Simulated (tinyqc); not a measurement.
Inside a calculation: thresholds of impact ionisation and Auger recombination from band masses. Values are carried at full precision from step to step, so a last printed digit may differ when a step is redone from the rounded ones.

Parabolic bands, no phonon. At threshold the three slow carriers share one velocity. With M their total mass and m4 the mass of the fast carrier, the fast carrier has the kinetic energy E_T = G M/(M - m4) and the slow ones together E_a = G m4/(M - m4), the activation energy of the Auger rate. CCCH (fast electron): G = Eg, M = 2 me + mh, m4 = me. CHHS (hole into the split-off band): G = Eg - Dso, M = 2 mh + me, m4 = ms; this form holds for Eg > Dso (below, the process needs about Dso - Eg and is marked by a dash). CHHL (hole into the light band): G = Eg, M = 2 mh + me, m4 = ml. CHHH (fast heavy hole): G = Eg, M = 2 mh + me, m4 = mh.

Constants: kB = 8.617333262e-05 eV/K; hbar^2/2m0 = 3.80998211 eV angstrom^2.

Values chosen for the exercise (near those of InAs, gap at low temperature and not tied to T; not measured data):
- Eg = 0.42 eV (gap at Gamma to the s-like level)
- Dso = 0.401 eV (spin-orbit splitting)
- me = 0.0266 m0 (electron mass at Gamma)
- mh = 0.42 m0 (heavy-hole mass)
- ms = 0.132 m0 (split-off mass)
- ml = 0.0269 m0 (light-hole mass)
- T = 200 K (temperature)

## Thresholds of four processes

Give G, M, m4, E_T, E_a and E_a/kT.

Results:
```
process  G (eV)       M      m4  E_T (eV)  E_a (eV)  E_a/kT
CCCH     0.4200  0.4732  0.0266    0.4450    0.0250    1.45
CHHS     0.0190  0.8666  0.1320    0.0224    0.0034    0.20
CHHL     0.4200  0.8666  0.0269    0.4335    0.0135    0.78
CHHH     0.4200  0.8666  0.4200    0.8150    0.3950   22.92
```

The lowest activation energy is that of CHHS (3 meV), then CHHL (13 meV). CHHS leads because G = Eg - Dso is small. At equal G a light fast carrier takes up the energy with little momentum, so little is asked of the slow ones; CHHH asks 0.94 Eg. For equal masses E_T would be 3/2 Eg; for electrons here it is 1.060 Eg.

## Momenta at the CCCH threshold

At the threshold of the parabolic CCCH process the fast electron has E_T = Eg M/(M - me), M = 2 me + mh, and the slow carriers E_a = E_T - Eg together. It has k4 = sqrt(me E_T/c), c = hbar^2/2m0; the slow carriers share k4 in proportion to their masses. Give the wave vectors and kinetic energies, and check that they add up to E_a.

k4 = 0.05574 1/angstrom

electron, electron, hole (1/angstrom): 0.00313  0.00313  0.04947

their kinetic energies (meV): 1.41  1.41  22.20

sum = 25.02 meV

The hole carries 89 % of the momentum and of the energy of the slow carriers.

## Non-parabolicity raises the threshold

Non-parabolic fast electron: E (1 + alpha E) = c k^2/me with alpha = (1 - me)^2/Eg; the slow carriers stay parabolic, so E_T = Eg + me E_T (1 + alpha E_T)/M, M = 2 me + mh (the root between Eg and 1.9 Eg).

Give alpha, E_T, E_a = E_T - Eg and k4.

alpha = 2.2560 1/eV
E_T = 0.4754 eV
E_a = 0.0554 eV
k4 = 0.08294 1/angstrom

E_a is 2.21 times the parabolic value, since an electron at E_T above the edge has 1 + alpha E_T = 2.07 times the squared momentum, and E_T itself is 1.07 times higher.

## Temperature dependence

For non-degenerate carriers at fixed densities the Auger coefficient goes as exp(-E_a/kT), up to slowly varying powers of T. Give exp(-E_a/kT) for the parabolic and the non-parabolic CCCH value, and the characteristic temperature T0 = kT^2/E_a of each.

Boltzmann factors: 0.2342  0.04022

T0 (K): 138  62

Non-parabolicity lowers the factor by 5.8 times; direct CCCH is weak, so processes with lower thresholds can lead.

## Checks

- Largest energy that an electron at k4 can give to a pair, by numerical search, against Eg (eV): both 0.4200.

Computed by tinyqc, a small Python program: `OMP_NUM_THREADS=1 python tinyqc.py 1850160 1850161 out.jsonl` (the numbers bound the seed that draws the inputs); one thread of a shared host (Intel(R) Xeon(R) Processor @ 2.30GHz), about 0.01 s for the whole set of steps.
